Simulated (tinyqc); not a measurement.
Lattice vibrations of a chain, step by step. One step of it, computed by the program tinyqc.

Question. Dynamical matrix at q = 0.24. q is in units of 2 pi/a. A spring k from atom i to atom j, n cells on, adds k to Phi_ii and Phi_jj, -k exp(2 pi i q n) to Phi_ij and the conjugate to Phi_ji (for one atom a cell: 2k (1 - cos 2 pi q n)); D_ij = Phi_ij / sqrt(m_i m_j).

A chain moving along its axis:
```
atom   mass (u)  spring to the next atom (eV/angstrom^2)
1     24.800000                                24.800000
2      8.000000                                29.900000
3      9.600000                                18.400000
4     90.300000                                11.600000
```

Give: D(q).

Answer.

D(q) (eV/(angstrom^2 u)), lower triangle (Hermitian):
```
                 1        2        3       4
1           1.4677
2          -1.7607   6.8375
3           0.0000  -3.4119   5.0312
4  -0.0154-0.2446i   0.0000  -0.6249  0.3322
```
